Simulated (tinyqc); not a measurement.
Disorder broadening of a one-dimensional band in the self-consistent Born approximation: one step of the calculation.

The local Green function is G = g0(z - Sigma) with z = E + i eta and g0(z) = 1/(sqrt(z - 2t) sqrt(z + 2t)), principal roots; the self-energy is Sigma = D G. The density of states is -Im G/pi.

Problem. Born step. G = g0(z - Sigma), Sigma(out) = D G, Sigma(new) = Sigma + mix (Sigma(out) - Sigma).

Values chosen for this exercise: hopping t = 1.7 eV; variance of the random site energy D = 2.3 eV^2; bare broadening eta = 0.051 eV; energy from the band centre E = -1.557 eV; mixing mix = 0.3.

Sigma at the start = 0.0000000+0.0000000i eV

Find: G; Sigma(out); Sigma after iteration 1.

Solution.

G = -0.0029-0.3308i 1/eV
Sigma(out) = -0.0066-0.7608i eV
Sigma after iteration 1 = -0.0020-0.2282i eV

Sigma(out) of this first step, from Sigma = 0, is the plain (first) Born approximation.

Range of the model: The self-consistent Born approximation misses band tails from rare fluctuations and localisation.

Numbers from tinyqc (`OMP_NUM_THREADS=1 python tinyqc.py 2720108 2720109 out.jsonl`; about 0.02 s on one thread of a shared Intel Xeon 2.30GHz).
